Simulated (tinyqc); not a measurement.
Pinning of the barrier by interface states.

Cowley-Sze model with the space charge neglected: phiB = S (phiM - chi) + (1 - S)(Eg - phi0), S = 1/(1 + q Dit dl/(eps0 ei)), dl in cm.

Values chosen for this exercise; band and dielectric values close to those of silicon: band gap Eg = 1.1 eV; electron affinity chi = 4 eV; thickness of the interfacial layer dl = 0.5 nm; relative permittivity of the interfacial layer ei = 2; neutral level above the valence band phi0 = 0.34 eV; metal work function phiM = 4.62 eV.

Constants: q = 1.602176634e-19 C, eps0 = 8.8541878128e-14 F/cm where lengths are in cm. Results are converted to the units shown.

Results:
```
Dit (cm^-2 eV^-1)        S  phiB (eV)  change of phiB for 0.5 eV more work function (eV)
1e11                0.9955     0.6206                                             0.4977
1e12                0.9567     0.6261                                             0.4784
3e12                0.8805     0.6367                                             0.4403
1e13                0.6885     0.6636                                             0.3443
3e13                0.4242     0.7006                                             0.2121
1e14                0.1810     0.7347                                            0.09052
3e14               0.06863     0.7504                                            0.03431
1e15               0.02163     0.7570                                            0.01081
```

Estimate the missing row, Dit = 3e11 cm^-2 eV^-1.

Computed row:
```
Dit (cm^-2 eV^-1)       S  phiB (eV)  change of phiB for 0.5 eV more work function (eV)
3e11               0.9866     0.6219                                             0.4933
```

With this row back in the table: S falls from 0.995 to 0.0216, passing 1/2 at Dit = eps0 ei/(q dl) = 2.21e13 cm^-2 eV^-1. The barrier rises from 0.621 to 0.757 eV, from near the Schottky-Mott value phiM - chi = 0.620 eV towards the pinned value Eg - phi0 = 0.760 eV.

Computed by the program tinyqc: `OMP_NUM_THREADS=1 python tinyqc.py 2020163 2020164 out.jsonl`, one thread of a shared Intel Xeon 2.30GHz, about 0.05 s for the whole run.
